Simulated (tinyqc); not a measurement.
From results back to parameters: valence-band offset from core levels. Three cases, with inputs chosen for the exercise.

Problem. At an interface of A and B the binding energy of the core level of B exceeds that of A by dCL. Binding energy of a core level = (EF - Ev) + CL, with one Fermi level for both sides. Find dEv = Ev(A) - Ev(B) and dEc = Eg2 - Eg1 - dEv with the corrected (second) gaps.

Case 1.

Values chosen (out of a larger set: gaps near those of Si and SiO2; not measured data):
- CL = (59.85, 29.72) eV (depth of a core level below the valence top in bulk A and bulk B)
- Eg1 = (0.62, 1.16) eV (gap of A: semi-local value, corrected value)
- Eg2 = (5.46, 9.39) eV (gap of B: semi-local value, corrected value)

dCL = -25.5692 eV

Case 2.

Values chosen (out of a larger set: gaps near those of GaAs and Ge; not measured data):
- CL = (71.25, 76.39) eV (depth of a core level below the valence top in bulk A and bulk B)
- Eg1 = (0.49, 1.46) eV (gap of A: semi-local value, corrected value)
- Eg2 = (0.1, 0.75) eV (gap of B: semi-local value, corrected value)

dCL = 4.7208 eV

Case 3.

Values chosen (out of a larger set: gaps near those of GaAs and AlAs; not measured data):
- CL = (35.44, 52.7) eV (depth of a core level below the valence top in bulk A and bulk B)
- Eg1 = (0.5, 1.51) eV (gap of A: semi-local value, corrected value)
- Eg2 = (1.43, 2.26) eV (gap of B: semi-local value, corrected value)

dCL = 17.8369 eV

Find: dEv; dEc.

Solution. dCL = (EF - Ev(B)) + CL_B - (EF - Ev(A)) - CL_A = dEv + CL_B - CL_A; the Fermi level drops out.

Case 1.

dEv = 4.56 eV
dEc = 3.67 eV

Case 2.

dEv = -0.42 eV
dEc = -0.29 eV

Case 3.

dEv = 0.58 eV
dEc = 0.17 eV

Computed by tinyqc, one run a case: `OMP_NUM_THREADS=1 python tinyqc.py N N+1 out.jsonl` with N = 1880160, 1880197, 1880227; one thread of a shared Intel(R) Xeon(R) Processor @ 2.30GHz, about 0.01 s a run at most.
